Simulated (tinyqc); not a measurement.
Square on-chip spiral inductor, lumped pi model: one step of the calculation.

Outer diameter do = di + 2 n wd + 2 (n - 1) sp, mean da = (do + di)/2, fill p = (do - di)/(do + di), length l = 4 n da. L = 2.34 mu0 n^2 da/(1 + 2.75 p), mu0 = 4 pi 1e-7 H/m. Rs = rho l/(wd delta (1 - exp(-th/delta))), delta = sqrt(rho/(pi f mu0)). Cs = n wd^2 eps0 eo/hu across the coil. At each end Cox = l wd eps0 eo/(2 ho) leads to the substrate branch Rsi = 2 rs he/(l wd) in parallel with Csi = l wd eps0 11.7/(2 he). With one end grounded Y = 1/(Rs + i w L) + i w Cs + 1/[1/(i w Cox) + 1/(1/Rsi + i w Csi)], w = 2 pi f; Q = -Im Y/Re Y. Eddy currents in neighbouring turns and in the substrate are left out.

Task. Geometry and model elements. do, l, L, delta, Rs, Cs, Cox, Rsi and Csi as defined.

Inputs (values chosen for the exercise); values of the order met in silicon radio-frequency processes: number of turns n = 2.5; line width wd = 4 um; space between turns sp = 1.5 um; inner diameter di = 60 um; metal thickness th = 4 um; metal resistivity rho = 3 uohm cm; oxide below the coil ho = 7.6 um; oxide between coil and underpass hu = 1 um; relative permittivity of the oxide eo = 3.9; substrate resistivity rs = 1000 ohm cm; effective spreading depth in the substrate he = 50 um; frequency f = 4.6 GHz.

Constants: eps0 = 8.8541878128e-12 F/m. Results are converted to the units shown.

Wanted: do; l; L; delta; Rs; Cs; Cox; Rsi; Csi.

Result.

do = 84.500 um
l = 722.50 um
L = 0.90559 nH
delta = 1.2853 um
Rs = 4.4123 ohm
Cs = 1.3813 fF
Cox = 6.5655 fF
Rsi = 3.4602e5 ohm
Csi = 2.9939 fF

tinyqc, about 0.01 s, one thread, Intel Xeon 2.30GHz (shared host): `OMP_NUM_THREADS=1 python tinyqc.py 2302214 2302215 out.jsonl`
